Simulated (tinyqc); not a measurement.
Tight binding, dimerised chain, step by step. One step of it, computed by the program tinyqc.

Problem. Open chain of 4 cells. The same hoppings without the wrap-around bond.

H of the open chain (eV), lower triangle:
```
           1          2          3          4          5          6          7          8
1   0.420000
2  -0.520000  -0.420000
3   0.000000  -0.970000   0.420000
4   0.000000   0.000000  -0.520000  -0.420000
5   0.000000   0.000000   0.000000  -0.970000   0.420000
6   0.000000   0.000000   0.000000   0.000000  -0.520000  -0.420000
7   0.000000   0.000000   0.000000   0.000000   0.000000  -0.970000   0.420000
8   0.000000   0.000000   0.000000   0.000000   0.000000   0.000000  -0.520000  -0.420000
```

Give: levels; weights of the highest filled level on the sites.

Solution.

levels (eV): -1.464  -1.227  -0.884  -0.424  0.424  0.884  1.227  1.464

weights of the highest filled level on the sites: 0.003  0.009  0.001  0.052  0.000  0.204  0.000  0.729

The bulk gap runs from -0.6155 to 0.6155 eV; 2 level(s) of this chain lie inside it: end states, which need the weaker bond inside the cell and a chain longer than their decay length.
